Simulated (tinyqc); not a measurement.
# MOS capacitor on an n-type substrate, surface potential from the exact charge relation: Capacitance-voltage curves

Uniform n-type substrate, Boltzmann statistics, full ionisation, classical densities. psi is the surface potential against the body (positive when the bands bend down) and u = -psi/Vt. Traps are spread evenly over the gap and neutral at flat band, so their charge is -q Dit psi; the minority quasi-Fermi level is shifted by Vb.

ni = sqrt(Nc Nv) exp(-Eg/(2 Vt)), Eg in volts; phiF = Vt ln(N/ni); Cox = eps0 eox/tox; Vfb = phiM - chi - Vt ln(Nc/N) - q Nf/Cox; Q0 = sqrt(2 eps0 eps_r q N Vt); r = (ni/N)^2 exp(-Vb/Vt); VT = Vfb - [(2 phiF + Vb)(1 + q Dit/Cox) + sqrt(2 eps0 eps_r q N (2 phiF + Vb))/Cox]. u = -psi/Vt; F^2 = exp(-u) + u - 1 + r (exp(u) - u - 1); Qs = +sign(u) Q0 F; Cs = -dQs/dpsi = (Q0/Vt) |1 - exp(-u) + r (exp(u) - 1)|/(2 F). psi solves Vg = Vfb + psi + (q Dit psi - Qs)/Cox. Low frequency: 1/C_LF = 1/Cox + 1/(Cs + q Dit). High frequency, in the simple estimate in which traps and minority carriers do not follow: 1/C_HF = 1/Cox + 1/Cd, Cd being Cs with r = 0 at the same psi. Deep depletion: r = 0 and Dit = 0 both in the equation for psi and in Cs. Minority sheet density N_inv = (Q0/(2 q)) int_0^u r (exp(t) - 1)/F(t) dt for u > 0. N_inv under 1 cm^-2 is printed as 0. Regimes: accumulation when majority carriers gather, then depletion up to |psi| = phiF + Vb, weak inversion up to 2 phiF + Vb, strong inversion beyond.

Inputs (values chosen for the exercise); band and dielectric values close to those of silicon: temperature T = 300 K; band gap Eg = 1.14 eV; relative permittivity eps_r = 11.7; conduction-band density of states at T Nc = 2.84e19 cm^-3; valence-band density of states at T Nv = 2.64e19 cm^-3; electron affinity chi = 4.11 eV; donor density of the substrate N = 5.7e17 cm^-3; relative permittivity of the gate insulator (close to silicon dioxide) eox = 3.9; insulator thickness tox = 19 nm; gate work function phiM = 4.78 eV; fixed charge at the interface, in units of q Nf = 0 cm^-2; density of interface traps Dit = 1.6e10 cm^-2 eV^-1; reverse bias of the inversion layer against the body Vb = 0 V.

Constants: q = 1.602176634e-19 C, kB = 1.380649e-23 J/K, Vt = kB T/q, eps0 = 8.8541878128e-14 F/cm where lengths are in cm. Results are converted to the units shown.

Results:
```
Vg (V)	psi (V)	C_LF/Cox	C_HF/Cox	C_deep/Cox	N_inv (cm^-2)	regime
1.2	0.04130	0.9504	0.9504	0.9504	0	accumulation
0.25	-0.03284	0.8784	0.8782	0.8782	0	depletion
-0.22	-0.1064	0.8059	0.8053	0.8051	0	depletion
-0.7	-0.2177	0.7330	0.7320	0.7316	0	depletion
-1.17	-0.3569	0.6768	0.6753	0.6748	10.27	depletion
-1.64	-0.5197	0.6319	0.6300	0.6294	4499	weak inversion
-2.12	-0.7056	0.5944	0.5921	0.5914	5.060e6	weak inversion
-2.59	-0.9006	0.6108	0.5613	0.5601	8.339e9	weak inversion
-3.06	-0.9960	0.9147	0.5485	0.5333	3.007e11	strong inversion
-3.54	-1.023	0.9606	0.5451	0.5096	7.825e11	strong inversion
```

Estimate the missing row, Vg = 0.72 V.

Computed row:
```
Vg (V)	psi (V)	C_LF/Cox	C_HF/Cox	C_deep/Cox	N_inv (cm^-2)	regime
0.72	0.01215	0.9254	0.9253	0.9253	0	accumulation
```

With this row back in the table: C_LF/Cox is lowest, 0.594, at Vg = -2.12 V (weak inversion) among the rows listed and is 0.961 in the last row, where C_HF/Cox is 0.545 and the deep-depletion value 0.510. Vfb = 0.569 V, where C_HF/Cox = 0.913 (Cox in series with eps0 eps_r/LD), and VT = -2.70 V. Over the last two rows psi moves by only 0.057 V a volt of gate bias, since the inversion charge screens the body. In strong accumulation and inversion degeneracy and confinement, left out here, lower the capacitance.

tinyqc, about 0.01 s, one thread, Intel Xeon 2.30GHz (shared host): `OMP_NUM_THREADS=1 python tinyqc.py 2060146 2060147 out.jsonl`
